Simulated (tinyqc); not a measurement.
# Input admittance of a MOSFET at zero drain bias: distributed channel and distributed gate: effects of single changes

Source and drain grounded, strong inversion, w = 2 pi f, Cox = eps0 eox/tox. The channel is an RC line of resistance 1/(mu Cox Vo) per square fed from both ends, so one finger has the intrinsic admittance y = i w Cox L tanh(g)/g per width, g = (1/2) sqrt(i w tau), tau = L^2/(mu Vo). The vertical resistance rv/L is in series with y, the overlaps 2 i w Cov in parallel: y_t = 1/(1/y + rv/L) + 2 i w Cov. The gate strip is a line of Rsh/L per length loaded by y_t, so a finger has Y = y_t Wf tanh(k)/k, k = (Wf/sd) sqrt(y_t Rsh/L); the device has Nf Y.

Parameters, values chosen for the exercise; values of the order met in silicon radio-frequency transistors: relative permittivity of the gate insulator (close to silicon dioxide) eox = 3.9; insulator thickness tox = 2.6 nm; channel length L = 0.55 um; finger width Wf = 1.6 um; number of fingers Nf = 1; channel mobility mu = 350 cm^2/(V s); gate overdrive Vo = 0.66 V; sheet resistance of the gate Rsh = 24 ohm/square; vertical resistivity of the gate stack rv = 0 ohm um^2; number of ends at which a finger is contacted sd = 1; overlap and fringe capacitance on each side Cov = 0.28 fF/um; frequency f = 40 GHz.

Constants: eps0 = 8.8541878128e-14 F/cm where lengths are in cm. Results are converted to the units shown.

Each table varies one quantity; the others keep the values above.

## Input impedance against frequency

Low-frequency limits, with c = Cox L and ct = c + 2 Cov: R_strip = Rsh Wf/(3 sd^2 L Nf), R_ch = (c/ct)^2 L/(12 mu Cox Vo Wf Nf), R_vert = (c/ct)^2 rv/(L Wf Nf), C = ct Wf Nf. Z = 1/(Nf Y) = R + 1/(i w C), Q = |Im Z|/R, far-point signal |1/cosh k|.

The same in every row: low-frequency R (ohm) = 103.8.

Input impedance against frequency:
```
f (GHz),w tau,|k|,R (ohm),C (fF),Q,signal at the far point
0.4,0.03291,0.04699,103.8,12.58,304.6,1.000
0.9,0.07405,0.07048,103.8,12.58,135.4,1.000
2,0.1646,0.1051,103.8,12.58,60.92,0.9999
5,0.4114,0.1661,103.8,12.58,24.38,0.9995
10,0.8228,0.2346,103.8,12.57,12.20,0.9980
30,2.468,0.4013,103.5,12.44,4.120,0.9833
60,4.937,0.5468,102.4,12.06,2.148,0.9455
100,8.228,0.6595,100.2,11.27,1.409,0.8945
300,24.68,0.8608,82.64,7.231,0.8878,0.7877
```

R falls from 104 to 82.6 ohm and C falls from 12.6 to 7.23 fF. Q goes as f^(-1.00) between the first two rows and f^(-0.42) between the last two, where w tau = 24.7 and |k| = 0.861. The low-frequency limits hold both R and C within 5 % up to f = 60 GHz among the rows.

## Dividing a fixed width into fingers

Total width Wf Nf = 1.6 um; each finger also has a contact resistance Rc at each contacted end, which adds Rc/(sd Nf). The resistances are low-frequency limits, good while |k| is below about 1; the far-point signal is |1/cosh k| at f, without Rc.

The same in every row: R_ch + R_vert (ohm) = 80.547.

Dividing a fixed width into fingers:
```
Nf,Wf (um),R_strip (ohm),Rc/(sd Nf) for Rc = 30 ohm (ohm),sum (ohm),signal at the far point
1,1.6000,23.273,30.000,133.82,0.97194
2,0.80000,5.8182,15.000,101.37,0.99348
4,0.40000,1.4545,7.5000,89.502,0.99840
8,0.20000,0.36364,3.7500,84.661,0.99960
16,0.10000,0.090909,1.8750,82.513,0.99990
32,0.050000,0.022727,0.93750,81.507,0.99998
64,0.025000,0.0056818,0.46875,81.022,0.99999
128,0.012500,0.0014205,0.23438,80.783,1.0000
```

R_strip falls as 1/Nf^2, from 23.3 to 0.00142 ohm, the contact term as 1/Nf, and R_ch + R_vert stays at 80.5 ohm since the total width is fixed. The sum is within a factor 1.5 of that floor from Nf = 2 on. More fingers add wiring capacitance, which is left out.

tinyqc, about 0.01 s, one thread, Intel Xeon 2.30GHz (shared host): `OMP_NUM_THREADS=1 python tinyqc.py 2262207 2262208 out.jsonl`
